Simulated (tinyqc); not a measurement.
UHF in the 3-21g basis, for H2, spin multiplicity 3, step by step. One step of it, computed by the program tinyqc.

Question. Iteration 3: DIIS coefficients. Solve [B -1; -1 0][c; lambda] = [0; -1] for the coefficients, which sum to one.

B (overlaps of the stored error matrices), lower triangle:
```
               1              2              3
1  5.2596094e-03
2  3.0144887e-03  1.7302994e-03
3  1.2357231e-03  7.0913503e-04  2.9063773e-04
```

Give: DIIS coefficients.

Answer.

DIIS coefficients: -0.059  -0.562  1.621
